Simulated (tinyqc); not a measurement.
## Reverse leakage of an n+-p junction: diffusion, generation, trap-assisted and band-to-band tunnelling: leakage components against the temperature

One-sided abrupt junction in the depletion approximation, x from the junction (0) to W on the p side, field F = F0 (1 - x/W). Flat quasi-Fermi levels, long p side. Traps generate through SRH with both lifetimes shortened by 1 + Gamma (Hurkx enhancement, form for moderate fields); band-to-band generation is local and needs a total bending above Eg.

Nc and Nv are given at 350 K and scale as (T/350 K)^1.5; all else is held fixed. ni = sqrt(Nc Nv) exp(-Eg/(2 Vt)), Eg in volts; Vbi = Vt ln(Na Nd/ni^2); W = sqrt(2 eps0 eps_r (Vbi + VR)/(q Na)); F0 = 2 (Vbi + VR)/W; FG = sqrt(24 mt m0 (kB T)^3)/(q hbar); J_diff = q ni^2 sqrt(Dn/tau)(1 - exp(-VR/Vt))/Na. u = (Vbi + VR)(1 - x/W)^2, p = Na exp(-u/Vt), n = Nd exp((u - Vbi - VR)/Vt); G0 = ni^2 (1 - exp(-VR/Vt))/(tau (n + p + 2 ni cosh(Et/Vt))); Gamma = 2 sqrt(3 pi)(F/FG) exp((F/FG)^2); trap-assisted part G0 Gamma; G_bb = Ab F^2.5 exp(-Bb/F) with F in V/cm, zero unless Vbi + VR > Eg. Currents are q times the integrals over 0 to W; J_bb under 1e-8 of J is printed as 0; rows with F0/FG above 2.2, beyond the range of this Gamma, are left out.

Parameters, values chosen for the exercise; band and dielectric values close to those of silicon: band gap Eg = 1.11 eV; relative permittivity eps_r = 11.9; conduction-band density of states at the reference temperature Nc = 3.45e19 cm^-3; valence-band density of states at the reference temperature Nv = 3.39e19 cm^-3; acceptor density of the lighter side Na = 1.7e17 cm^-3; donor density of the heavier side Nd = 1e20 cm^-3; SRH lifetime of both carriers at zero field tau = 4e-7 s; trap level above the intrinsic level Et = -0.14 eV; tunnelling mass mt = 0.27 m0; electron diffusion coefficient on the lighter side Dn = 6.5 cm^2/s; band-to-band prefactor Ab = 4.3e14 cm^-0.5 V^-2.5 s^-1; band-to-band field constant Bb = 1.91e7 V/cm; reverse bias VR = 2.2 V.

Constants: q = 1.602176634e-19 C, kB = 1.380649e-23 J/K, hbar = 1.054571817e-34 J s, m0 = 9.1093837015e-31 kg, Vt = kB T/q, eps0 = 8.8541878128e-14 F/cm where lengths are in cm. Results are converted to the units shown.

Results:

| T (K) | F0 (kV/cm) | F0/FG | J_diff (A/cm^2) | J_SRH (A/cm^2) | J_TAT (A/cm^2) | J_bb (A/cm^2) | J (A/cm^2) | largest part |
|---|---|---|---|---|---|---|---|---|
| 220 | 410 | 1.70 | 4.12e-20 | 7.95e-15 | 2.55e-13 | 1.40e-17 | 2.63e-13 | trap-assisted tunnelling |
| 250 | 409 | 1.40 | 6.80e-17 | 7.91e-13 | 1.19e-11 | 1.24e-17 | 1.27e-11 | trap-assisted tunnelling |
| 310 | 407 | 1.01 | 2.78e-12 | 5.73e-10 | 3.61e-9 | 0 | 4.19e-9 | trap-assisted tunnelling |
| 340 | 406 | 0.878 | 1.43e-10 | 6.61e-9 | 3.14e-8 | 0 | 3.82e-8 | trap-assisted tunnelling |
| 370 | 405 | 0.771 | 3.99e-9 | 5.19e-8 | 1.97e-7 | 0 | 2.52e-7 | trap-assisted tunnelling |
| 400 | 404 | 0.684 | 6.86e-8 | 3.03e-7 | 9.45e-7 | 0 | 1.32e-6 | trap-assisted tunnelling |
| 430 | 402 | 0.612 | 8.06e-7 | 1.40e-6 | 3.68e-6 | 0 | 5.88e-6 | trap-assisted tunnelling |

Estimate the missing row, T = 280 K.

Computed row:

| T (K) | F0 (kV/cm) | F0/FG | J_diff (A/cm^2) | J_SRH (A/cm^2) | J_TAT (A/cm^2) | J_bb (A/cm^2) | J (A/cm^2) | largest part |
|---|---|---|---|---|---|---|---|---|
| 280 | 408 | 1.18 | 2.39e-14 | 3.00e-11 | 2.72e-10 | 1.09e-17 | 3.02e-10 | trap-assisted tunnelling |

With this row back in the table: J rises from 2.63e-13 to 5.88e-6 A/cm^2. Trap-assisted tunnelling leads at T = 220 and in all other rows. Activation energies over the table: 1.19 eV for diffusion (Eg = 1.11 eV, raised by the T^3 of ni^2), 0.737 eV for SRH generation (Eg/2 + |Et| = 0.695 eV), 0.640 eV for the trap-assisted part, lower since Gamma grows on cooling; the total shows 0.612 eV at the cold end and 0.740 eV at the hot end.

Range of the model: The n+ side is degenerate, so Vbi from Boltzmann statistics is only a guide.

Program tinyqc, `OMP_NUM_THREADS=1 python tinyqc.py 2290072 2290073 out.jsonl`; Intel Xeon 2.30GHz, shared host, one thread, about 0.01 s.
